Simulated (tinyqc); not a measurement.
Worked calculation: bound state in one dimension: Numerov shooting, finite differences, DVR. Computed by tinyqc, a small Python program that keeps every step. Settings: points = 64. Command: `OMP_NUM_THREADS=1 python tinyqc.py 24856 24857 out.jsonl` (the two numbers bound the seeds that draw the settings). One thread of a shared host (Intel(R) Xeon(R) Processor @ 2.60GHz), about 0.01 s of CPU time with the checks.

## Numerov steps at E = 0.1

One particle of mass 1 in V = 3.26 (x^2 - 2.15^2)^2 / 2.15^4 (atomic units), psi = 0 at both ends:
```
parameter                 value
left end              -3.400000
right end              3.400000
intervals                    64
h                      0.106250
state sought (nodes)          0
```

k_i = 2 m (E - V_i); (1 + h^2 k_(i+1)/12) y_(i+1) = 2 (1 - 5 h^2 k_i/12) y_i - (1 + h^2 k_(i-1)/12) y_(i-1), from y_0 = 0, y_1 = 0.001.

Points along the way:
```
i           x         V           k         y
0   -3.400000  7.342936  -14.485872  0.000000
1   -3.293750  5.914558  -11.629117  0.001000
2   -3.187500  4.678598   -9.157196  0.002128
3   -3.081250  3.620823   -7.041646  0.003473
4   -2.975000  2.727466   -5.254933  0.005091
5   -2.868750  1.985229   -3.770458  0.007009
21  -1.168750  1.617976   -3.035953  0.061917
22  -1.062500  1.862124   -3.524248  0.071346
23  -0.956250  2.097796   -3.995593  0.083632
24  -0.850000  2.320561   -4.441122  0.099715
25  -0.743750  2.526451   -4.852902  0.120829
26  -0.637500  2.711966   -5.223932  0.148607
```

## Bisection on the node count

With more sign changes than the state has nodes (the last point included) the energy is too high, else too low; the bracket starts as 0.1 to 12.

Trials:
```
trial           E  sign changes  y at the right end   next
1      6.05000000             6            5.18e-03  lower
2      3.07500000             3           -5.08e-03  lower
3      1.58750000             2            6.49e-01  lower
4      0.84375000             0            2.78e+00  raise
5      1.21562500             2            5.24e-02  lower
6      1.02968750             0            2.44e-01  raise
7      1.12265625             0            6.82e-03  raise
8      1.16914063             2            6.59e-03  lower
9      1.14589844             1           -3.62e-04  lower
10     1.13427734             0            1.28e-03  raise
11     1.14008789             1           -4.44e-06  lower
12     1.13718262             0            5.19e-04  raise
13     1.13863525             0            2.28e-04  raise
14     1.13936157             0            1.05e-04  raise
...           ...           ...                 ...    ...
29     1.14005626             0            7.78e-10  raise
30     1.14005627             1           -7.84e-10  lower
31     1.14005627             1           -2.82e-12  lower
```

eigenvalue = 1.14005627 hartree

## The same grid by other methods

Three-point finite differences and the sine-DVR kinetic matrix of Colbert and Miller on the same points.

Lowest levels (hartree):
```
state  finite differences       DVR
0                1.138516  1.140062
1                1.149106  1.150641
2                2.935852  2.939718
```
